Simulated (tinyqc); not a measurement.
# Worked calculation: electron mobility in a silicon inversion layer, empirical terms and Matthiessen rule

tinyqc, about 0.01 s, one thread, Intel Xeon 2.30GHz (shared host): `OMP_NUM_THREADS=1 python tinyqc.py 2510009 2510010 out.jsonl` Printed values are rounded.

Inversion layer of sheet density Ns on a uniformly doped body. The mobility terms are empirical power laws with prefactors chosen for the exercise; adding their inverses (Matthiessen) is itself an approximation.

Values chosen for this exercise; material values close to those of silicon: temperature T = 300 K; band gap Eg = 1.13 eV; relative permittivity of the semiconductor eps_r = 11.9; conduction-band density of states at T Nc = 2.82e19 cm^-3; valence-band density of states at T Nv = 2.7e19 cm^-3; body doping Nb = 1.6e18 cm^-3; reverse body bias Vsb = 1 V; weight of the inversion charge in the effective field eta = 0.5; gate capacitance Cox = 1.24 uF/cm^2; phonon-limited mobility at 1 MV/cm and 300 K Ap = 417 cm^2/(V s); roughness-limited mobility at 1 MV/cm As = 1210 cm^2/(V s); exponent of the roughness term gs = 2; Coulomb prefactor Ac = 3100 cm^2/(V s); charge at the interface Nit = 8.6e10 cm^-2; inversion density Ns = 2.3e12 cm^-2; ratio W/L WL = 5; drain voltage Vd = 0.01 V; measured linear current I = 3.08 uA.

Constants: q = 1.602176634e-19 C, kB = 1.380649e-23 J/K, Vt = kB T/q, eps0 = 8.8541878128e-14 F/cm where lengths are in cm. Results are converted to the units shown.

## Depletion charge and effective field

ni = sqrt(Nc Nv) exp(-Eg/(2 Vt)), Eg in volts; Ndep = sqrt(2 eps0 eps_r Nb (2 Vt ln(Nb/ni) + Vsb)/q); E = q (Ndep + eta Ns)/(eps0 eps_r), in MV/cm.

ni = 8.89660e9 cm^-3
Ndep = 6.45957e12 cm^-2
E = 1.15711 MV/cm

The depletion charge gives 84.9 % of the field.

## Mobility terms and their sum

With t = T/(300 K): muC = Ac (Ns/1e12 cm^-2) t/(Nb/1e17 cm^-3 + Nit/1e11 cm^-2), muP = Ap E^(-1/3) t^(-1.75), muS = As E^(-gs); 1/mu is the sum of the inverses.

terms (cm^2/(V s)): Coulomb 422.894, phonon 397.202, roughness 903.724
mu = 166.978 cm^2/(V s)
shares of 1/mu (%): Coulomb 39.4846, phonon 42.0387, roughness 18.4767

The phonon term limits most.

## Iteration 1: inversion density for the measured current

Ns at the start = 1.6e12 cm^-2

I = (W/L) q Ns mu Vd. E = q (Ndep + eta Ns)/(eps0 eps_r) in MV/cm. With t = T/(300 K): muC = Ac (Ns/1e12 cm^-2) t/(Nb/1e17 cm^-3 + Nit/1e11 cm^-2), muP = Ap E^(-1/3) t^(-1.75), muS = As E^(-gs); 1/mu is the sum of the inverses. Ns(new) = I/((W/L) q mu Vd).

E = 1.10389 MV/cm
mu = 145.250 cm^2/(V s)
Ns after iteration 1 = 2.64700e12 cm^-2

## Iteration 2: inversion density for the measured current

As before.

E = 1.18349 MV/cm
mu = 173.948 cm^2/(V s)
Ns after iteration 2 = 2.21030e12 cm^-2

## Course of the iteration: inversion density for the measured current

Stop when Ns changes by less than 1e5 cm^-2, or after 120 iterations.

Course of the iteration:
```
iteration  Ns (cm^-2)  |change| (cm^-2)
1          2.64700e12           1.05e12
2          2.21030e12           4.37e11
3          2.33255e12           1.22e11
4          2.29238e12           4.02e10
5          2.30499e12           1.26e10
6          2.30097e12            4.02e9
7          2.30225e12            1.27e9
8          2.30184e12            4.05e8
9          2.30197e12            1.28e8
10         2.30193e12            4.08e7
11         2.30194e12            1.30e7
12         2.30194e12            4.11e6
13         2.30194e12            1.31e6
14         2.30194e12            4.15e5
15         2.30194e12            1.32e5
16         2.30194e12            4.18e4
```

Converged in 16 iterations. At the end each change is about 0.32 times the one before, with alternating sign: linear convergence.

## Split C-V extraction

```
point  Vg (V)  Cgc (uF/cm^2)      I (uA)
0         0.1     4.10611e-4  1.26762e-8
1         0.2     0.00647513  3.16523e-6
2         0.3      0.0952284  7.28377e-4
3         0.4       0.705112   0.0716924
4         0.5        1.18335    0.718722
5         0.6        1.23627     1.90584
6         0.7        1.23976     3.25170
7         0.8        1.23999     4.60844
8         0.9        1.24000     5.91886
9           1        1.24000     7.15854
10        1.1        1.24000     8.31762
11        1.2        1.24000     9.39344
12        1.3           1.24     10.3870
```

Q(Vg) is the trapezoid sum of Cgc from the first point (where Q is taken as 0); mu_eff = I/((W/L) Q Vd); mu_FE = (dI/dVg)/((W/L) Cox Vd) with a backward difference. Listed from point 4 on.

```
point  Q (uC/cm^2)  mu_eff (cm^2/(V s))  mu_FE (cm^2/(V s))
4         0.139870              102.770             104.360
5         0.260851              146.125             191.471
6         0.384652              169.072             217.073
7         0.508640              181.206             218.829
8         0.632639              187.117             211.359
9         0.756639              189.220             199.948
10        0.880639              188.900             186.949
11         1.00464              187.001             173.518
12         1.12864              184.062             160.252
```

At the last point mu_FE is 13 % below mu_eff: where the mobility falls with gate voltage the slope of I understates it.
